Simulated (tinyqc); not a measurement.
Worked calculation: Lorentz oscillators and the Kramers-Kronig relations. Values are carried at full precision from step to step, so a last printed digit may differ when a step is redone from the rounded ones.

eps(E) = 1 + sum_j S_j/(E0_j^2 - E^2 - i G_j E).

Constants: hbar c = 1973.269805 eV angstrom; hbar^2/2m0 = 3.80998211 eV angstrom^2; e^2/(4 pi eps0) = 14.39964547 eV angstrom.

Inputs chosen for the exercise:

| symbol | value | unit | meaning |
|---|---|---|---|
| E0 | (6.44, 11.95) | eV | resonances |
| G | (0.87, 3.96) | eV | widths |
| S | (29.1, 134.7) | eV^2 | strengths |
| E | 11.07 | eV | photon energy |
| h | 1 | eV | grid step |
| M | 36 |  | grid points E_j = j h |
| i | 9 |  | grid index at which eps1 is wanted |

## Dielectric function at one energy

Evaluate each oscillator and the sum.

terms: -0.3539+0.0420i  1.1701+2.5320i

eps(E) = 1.8161+2.5741i
eps(0) = 2.6449

## Optical constants

n + i k = sqrt(eps1 + i eps2) with k >= 0; R = ((n - 1)^2 + k^2)/((n + 1)^2 + k^2) at normal incidence from vacuum; alpha = 2 E k/(hbar c), times 1e8 for 1/cm; loss function Im(-1/eps) = eps2/(eps1^2 + eps2^2).

Convert eps at the photon energy E into the optical constants.

n = 1.5758
k = 0.8167
R = 0.1368
alpha = 9.16e+05 1/cm
loss function = 0.2594
vacuum wavelength hc/E (hc = 1239.841984 eV nm) = 112.0 nm

The intensity falls to 1/e within 10.9 nm.

## Absorptive part on the grid

Tabulate eps2 at E_j = j h.

eps2(E_j), j = 1 .. M: 0.0420  0.0912  0.1602  0.2839  0.6230  2.9226  2.2809  0.9559  1.0835  1.6411  2.5162  2.8614  2.0984  1.2797  0.7892  0.5159  0.3570  0.2589  0.1949  0.1512  0.1202  0.0975  0.0804  0.0672  0.0569  0.0487  0.0420  0.0366  0.0320  0.0283  0.0251  0.0224  0.0201  0.0181  0.0163  0.0148

## eps1 at one grid point

Kramers-Kronig: eps1(E) = 1 + (2/pi) P integral_0^infinity E1 eps2(E1)/(E1^2 - E^2) dE1. Maclaurin rule on the grid E_j = j h, j = 1 .. M: eps1(E_i) = 1 + (4 h/pi) sum over j with j - i odd of E_j eps2(E_j)/(E_j^2 - E_i^2); nothing is added above E_M.

List the terms E_j eps2_j/(E_j^2 - E_i^2) for j - i odd, add them and form eps1.

terms in order of j (1/eV): -0.0024  -0.0175  -0.3897  -0.4498  0.8637  0.5450  0.1558  0.0472  0.0192  0.0095  0.0053  0.0033  0.0021  0.0015  0.0010  0.0008  0.0006  0.0004

sum = 0.796 1/eV
eps1(E_i) = 2.013

The oscillator formula gives 1.927 at E_i = 9 eV. The rule samples every 2h = 2 eV against a narrowest width of 0.87 eV and stops at 36 eV; coarse sampling and the missing tail make the difference.

## The f-sum on the grid

W(E_M) = (2/pi) h sum_j E_j eps2_j, with half weight on the last point; the full integral equals sum S_j = (hbar omega_p)^2, and the electron density follows from (hbar omega_p)^2 = 8 pi c (e^2/(4 pi eps0)) N with c = hbar^2/2m0.

W(E_M) = 149.85 eV^2
sum S = 163.80 eV^2
share reached on this grid (a step near the line widths can inflate it) = 0.915
hbar omega_p = 12.798 eV
N = 1.19e+23 1/cm^3

## Checks

- The value of eps1 at 11.092 eV from a fine, long grid (with the tail of eps2 ~ 1/E^3 added) against the oscillator formula: both 1.80.

tinyqc: `OMP_NUM_THREADS=1 python tinyqc.py 1681441 1681442 out.jsonl`; about 0.2 s, one thread, shared Intel(R) Xeon(R) Processor @ 2.30GHz.
